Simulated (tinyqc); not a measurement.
Square on-chip spiral inductor, lumped pi model: one step of the calculation.

Outer diameter do = di + 2 n wd + 2 (n - 1) sp, mean da = (do + di)/2, fill p = (do - di)/(do + di), length l = 4 n da. L = 2.34 mu0 n^2 da/(1 + 2.75 p), mu0 = 4 pi 1e-7 H/m. Rs = rho l/(wd delta (1 - exp(-th/delta))), delta = sqrt(rho/(pi f mu0)). Cs = n wd^2 eps0 eo/hu across the coil. At each end Cox = l wd eps0 eo/(2 ho) leads to the substrate branch Rsi = 2 rs he/(l wd) in parallel with Csi = l wd eps0 11.7/(2 he). With one end grounded Y = 1/(Rs + i w L) + i w Cs + 1/[1/(i w Cox) + 1/(1/Rsi + i w Csi)], w = 2 pi f; Q = -Im Y/Re Y. Eddy currents in neighbouring turns and in the substrate are left out.

Question. Geometry and model elements. do, l, L, delta, Rs, Cs, Cox, Rsi and Csi as defined.

Values chosen for this exercise; values of the order met in silicon radio-frequency processes:
```
symbol,value,unit,meaning
n,5.5,,number of turns
wd,8,um,line width
sp,2,um,space between turns
di,40,um,inner diameter
th,0.9,um,metal thickness
rho,2.2,uohm cm,metal resistivity
ho,7.2,um,oxide below the coil
hu,1.4,um,oxide between coil and underpass
eo,3,,relative permittivity of the oxide
rs,100,ohm cm,substrate resistivity
he,30,um,effective spreading depth in the substrate
f,3.5,GHz,frequency
```

Constants: eps0 = 8.8541878128e-12 F/m. Results are converted to the units shown.

Wanted: do; l; L; delta; Rs; Cs; Cox; Rsi; Csi.

Answer.

do = 146.0 um
l = 2046 um
L = 3.222 nH
delta = 1.262 um
Rs = 8.744 ohm
Cs = 6.679 fF
Cox = 30.19 fF
Rsi = 3666 ohm
Csi = 28.26 fF

Numbers from tinyqc (`OMP_NUM_THREADS=1 python tinyqc.py 2302161 2302162 out.jsonl`; about 0.01 s on one thread of a shared Intel Xeon 2.30GHz).
